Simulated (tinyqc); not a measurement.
Anisotropic wet etching of Si(100): plane rates, V-grooves, membranes and undercut: one step, computed by the program tinyqc. Command: `OMP_NUM_THREADS=1 python tinyqc.py 3020040 3020041 out.jsonl wetetch walk`. One thread of a shared host (Intel(R) Xeon(R) Processor @ 2.30GHz), about 0.01 s of CPU time with the checks.

A long slot opens the mask on a (100) wafer. The floor etches at R100; (111) walls stand at theta = arctan(sqrt2) = 54.7356 degrees to the surface and recede at R111 along their normal.

Question. Designing a membrane from the back side. Etch depth d - membrane, time = depth/R100; for a membrane as wide as w the opening must be w + sqrt2 depth - 2 u time; oxide mask consumed R_ox x time; a 1 K error changes the depth by the fraction E/(k_B T^2); a convex mask corner, such as that of a mesa, would retreat by c x depth.

Inputs (values chosen for the exercise, close to those used for tetramethylammonium hydroxide solutions): activation energy of (100), E = 0.614 eV; corner undercut rate over (100) rate, c = 3.5; bath temperature T = 80 C; width w (mask opening along <110>, or membrane width in the design step) = 3.5 um; wafer thickness d = 525 um; membrane thickness wanted = 20 um.

R100 = 1.123476 um/min

lateral rate u = 0.09017062 um/min

R_ox = 4.681148e-04 um/min

Constants: k_B = 8.617333262e-05 eV/K.

Give: time to reach the membrane; opening needed; oxide consumed; depth error per kelvin; retreat of a convex corner.

Answer.

time to reach the membrane = 449.5 min

opening needed = 636.6 um

oxide consumed = 210.4 nm

depth error per kelvin = 28.85 um

retreat of a convex corner = 1767.5 um

The error per kelvin is 144 % of the membrane, so a timed etch cannot hold it and an etch stop is needed. A corner retreat larger than the depth shows why mesas need compensation structures. Caution: the remaining silicon is too narrow for its thickness to act as a membrane. Caution: rates also depend on concentration, doping, additives and stirring, all held fixed here.
